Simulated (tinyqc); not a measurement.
Impurity fraction: valence-band anticrossing with a localised impurity level.

Host valence band EM(k) = al x - c k^2/mM, c = hbar^2/2m0, coupled to a flat level EI by V = C sqrt(x): H = [[EM, V], [V, EI]], E+/- = (EM + EI)/2 +/- sqrt((EM - EI)^2/4 + V^2). The host weight of a state at E is f = 1/(1 + V^2/(E - EI)^2), and its mass at k = 0 is mM/f. The gap is Eg - E+(0), the conduction edge staying at Eg.

Constants: hbar^2/2m0 = 3.80998211 eV angstrom^2.

Values chosen for the exercise (host near InP; not measured data): Eg = 1.448 eV (gap at Gamma to the s-like level); mM = 0.51 m0 (mass of the host band); EI = -0.106 eV (impurity level, from the valence top of the host); C = 1.1 eV (coupling); al = 0.35 eV (linear shift of the host edge).

The last column is the bowing that a quadratic law would need at that x, (Eg - gap)/(x (1 - x)), with equal end gaps.

Results:
```
x (%),E- (eV),E+ (eV),gap (eV),host weight of E+,mass of E+,bowing (eV)
0.1,-0.1164,0.0107,1.4373,0.918,0.5553,10.7
0.2,-0.1252,0.0199,1.4281,0.868,0.5878,10.0
0.5,-0.1467,0.0425,1.4055,0.785,0.6499,8.5
1.0,-0.1741,0.0716,1.3764,0.723,0.7056,7.2
2.0,-0.2150,0.1160,1.3320,0.671,0.7604,5.9
3.0,-0.2470,0.1515,1.2965,0.646,0.7892,5.2
5.0,-0.2979,0.2094,1.2386,0.622,0.8203,4.4
8.0,-0.3573,0.2793,1.1687,0.605,0.8426,3.8
```

The apparent bowing falls from 10.7 to 3.8 eV, so no single constant describes the gap: the part from the coupling goes as x while V is small against |EM - EI| and as sqrt(x) beyond (V = |EI| near x = 0.93 %), with the linear term al x on top; the fall of the gap goes as the power 0.89 of x between the first two rows and 0.61 between the last two. The mass of E+ goes from 0.5553 to 0.8426, higher although the gap falls; with al = 0 the weight tends to 1/2 at large x.

tinyqc: `OMP_NUM_THREADS=1 python tinyqc.py 1081083 1081084 out.jsonl`; about 0.01 s, one thread, shared Intel(R) Xeon(R) Processor @ 2.30GHz.
